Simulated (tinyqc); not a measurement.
Telling the models apart: thermal, flicker and telegraph noise of a field-effect transistor. Computed by tinyqc, a small Python program. Command: `OMP_NUM_THREADS=1 python tinyqc.py 3007561 3007562 out.jsonl noise walk`. One thread of a shared host (Intel(R) Xeon(R) Processor @ 2.30GHz), about 0.01 s of CPU time with the checks.

Strong inversion, threshold roll-off and channel-length modulation left out; noise sources are uncorrelated and are given as one-sided spectral densities. The drain voltage is 50 mV.

Inputs (values chosen for the exercise, modelled on a high-k silicon transistor): width W = 12 micrometre; length L = 480 nm; electrical oxide thickness t = 2.1 nm; mobility mu = 390 cm^2/(V s); oxide trap density N_t = 1.9e+17 1/(eV cm^3); oxide barrier phi = 1.8 eV; oxide mass m_ox = 0.5 m_0; frequency f = 70000 Hz; temperature T = 200 K.

Operating region: linear. Flicker model: number fluctuation.

Constants: eps_0 = 8.8541878128e-12 F/m; hbar = 1.054571817e-34 J s; m_0 = 9.1093837015e-31 kg; e = 1.602176634e-19 C; k_B = 8.617333262e-05 eV/K.

Method. C_ox = 3.9 eps_0/t; I = mu C_ox (W/L) V_ov V_D; g_m = I/V_ov; g_d0 = I/V_D. Tunnelling length lambda = hbar/(2 sqrt(2 m_ox phi)); flat-band noise S_Vfb = e^2 k_B T lambda N_t/(W L C_ox^2 f). S_I = g_m^2 S_Vfb.

Against the overdrive:
```
V_ov (V)  I (microampere)  (g_m/I)^2 (1/V^2)  S_I/I^2 (1/Hz)  S_I/g_m^2 (V^2/Hz)
0.20               160.32             25.000      1.9830e-15          7.9319e-17
0.25               200.41             16.000      1.2691e-15          7.9319e-17
0.32               256.52              9.766      7.7460e-16          7.9319e-17
0.40               320.65              6.250      4.9575e-16          7.9319e-17
0.50               400.81              4.000      3.1728e-16          7.9319e-17
0.63               505.02              2.520      1.9985e-16          7.9319e-17
0.80               641.30              1.562      1.2394e-16          7.9319e-17
1.00               801.62              1.000      7.9319e-17          7.9319e-17
```

S_I/I^2 falls as V_ov^-2.00 at first and V_ov^-2.00 at the end; (g_m/I)^2 as V_ov^-2.00 and V_ov^-2.00. The two run parallel and the input-referred noise is flat: the mark of pure number fluctuation.
